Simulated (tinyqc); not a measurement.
Inter-valley coupling by envelope functions against a chain of atomic planes: one step. One plane of added Ge, to first order. Two cases, with inputs chosen for the exercise.

Problem. F_j is the envelope on plane j (sum F_j^2 = 1) and Dv the coupling of the two valleys, which split by 2|Dv|. A single plane has Fourier weight at all wavelengths: it adds dE xs F_j^2 to |Dv|, so the splitting is about 2 dE xs F_j^2 if this term rules, and the mean of the doublet rises by dE xs F_j^2.

Case 1.

Values chosen (out of a larger set: near those of the Delta valleys of silicon in a SiGe well; not measured data): dE = 0.59 eV (offset per unit Ge fraction); js = 53 (plane j of a Ge spike (the well starts at j = 30)); xs = 0.16 (Ge fraction added on that plane).

F_j^2 of the smooth well on that plane = 0.0262002

Case 2.

Values chosen (out of a larger set: near those of the Delta valleys of silicon in a SiGe well; not measured data): dE = 0.58 eV (offset per unit Ge fraction); js = 52 (plane j of a Ge spike (the well starts at j = 30)); xs = 0.15 (Ge fraction added on that plane).

F_j^2 of the smooth well on that plane = 0.0383684

Give: splitting; rise of the mean level.

Solution.

Case 1.

splitting = 4947 micro-eV
rise of the mean level = 2.473 meV

The chain with the spike gives 3669 micro-eV and a rise of 1.835 meV; the envelope solved with the spike gives 3595. First order is +35 % off: the state draws back from the spike, which the envelope solved anew includes.

Case 2.

splitting = 6676 micro-eV
rise of the mean level = 3.338 meV

The chain with the spike gives 5374 micro-eV and a rise of 2.688 meV; the envelope solved with the spike gives 5329. First order is +24 % off: the state draws back from the spike, which the envelope solved anew includes.

Computed by tinyqc, one run a case: `OMP_NUM_THREADS=1 python tinyqc.py N N+1 out.jsonl` with N = 1482128, 1482134; one thread of a shared Intel(R) Xeon(R) Processor @ 2.30GHz, about 0.04 s a run at most.
